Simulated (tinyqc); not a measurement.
Chemical shift by three methods: effective-mass impurity with a central-cell term, in a basis of Slater functions. Computed by tinyqc, a small Python program. Command: `OMP_NUM_THREADS=1 python tinyqc.py 3000047 3000048 out.jsonl centralcell walk`. One thread of a shared host (Intel(R) Xeon(R) Processor @ 2.30GHz), about 0.01 s of CPU time with the checks.

The envelope obeys H = -nabla^2 - (2/r) [Z + A exp(-kappa r)] in effective units, with kappa = a*/lambda; positive A deepens the well near the core.

Inputs (values chosen for the exercise, for a model semiconductor):
```
quantity                   value      unit
effective mass m           0.277       m_0
dielectric constant eps     20.3         -
charge Z of the core           1         -
central-cell strength A       10         -
central-cell range lambda    1.2  angstrom
```

Impurity: acceptor, one isotropic band.

Constants: Ry = 13.605693123 eV; a_0 = 0.529177210903 angstrom.

Method:
- Units: Ry* = Ry m/eps^2 and a* = a_0 eps/m, with m in m_0.
- kappa = a*/lambda; the hydrogenic ground state is bound by Z^2 Ry*.
- For s functions exp(-zeta r), with s = zeta_i + zeta_j: S = 2/s^3, T = zeta_i zeta_j S, V = -2 Z/s^2, W = -2 A/(s + kappa)^2; each function is normalised by dividing by sqrt(S_ii S_jj).
- Large basis: zeta_i = 0.06 x 1.6^(i-1), i = 1..22, same formulas; for p functions r exp(-zeta r): S = 24/s^5, T = zeta_i zeta_j S (centrifugal term included), V = -12 Z/s^4, W = -12 A/(s + kappa)^4; overlap eigenvalues below 1e-11 are dropped.
- First order: shift = 8 A Z^3/(2 Z + kappa)^2 Ry*. One exponent: minimise zeta^2 - 2 Z zeta - 8 A zeta^3/(2 zeta + kappa)^2 by golden section on 0.2 to 6 Z. All shifts are the binding beyond Z^2 Ry*.

kappa = 32.3174 1/a*

Ry* = 9.14552 meV

hydrogenic binding energy = 9.14552 meV

Shift of the 1s binding energy (meV):
```
A      first order  one exponent  large basis
-10.0     -0.62126      -0.54672      -0.4406
-5.0      -0.31063      -0.29050      -0.2572
1.0        0.06213       0.06302       0.0649
2.5        0.15531       0.16106       0.1737
5.0        0.31063       0.33477       0.3950
10.0       0.62126       0.72905       1.0951
12.5       0.77657       0.95573       1.7016
```

What does the comparison show, and why?

The three columns are ordered, first order <= one exponent <= large basis, since each is a variational bound with more freedom. At the largest attractive A first order gives 46 % and one exponent 56 % of the shift; at the most repulsive A the true shift is -0.441 meV against -0.621. Attraction pulls the envelope in and feeds itself, repulsion pushes it out and saturates.

Extremes, crossings and ranges named in words are read from the listed rows.
